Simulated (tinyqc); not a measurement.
Trap density and grain size from the barrier.

Question. With all traps filled Vb = q Qt^2/(8 eps0 eps_r N), and in that limit the barrier is largest at N* = Qt/Lg. Find Qt, Lg and the depleted width Qt/N.

Values chosen for this exercise: relative permittivity of the semiconductor eps_r = 11.7.

Constants: q = 1.602176634e-19 C, eps0 = 8.8541878128e-14 F/cm where lengths are in cm. Results are converted to the units shown.

barrier at N = 3.9e18 cm^-3 = 0.033509497 V
doping of the largest barrier = 1.3e18 cm^-3

Solution. The barrier gives Qt, and N* then gives Lg.

Qt = 2.600e12 cm^-2
Lg = 20.00 nm
depleted width = 6.667 nm

Program tinyqc, `OMP_NUM_THREADS=1 python tinyqc.py 2610104 2610105 out.jsonl`; Intel Xeon 2.30GHz, shared host, one thread, about 0.01 s.
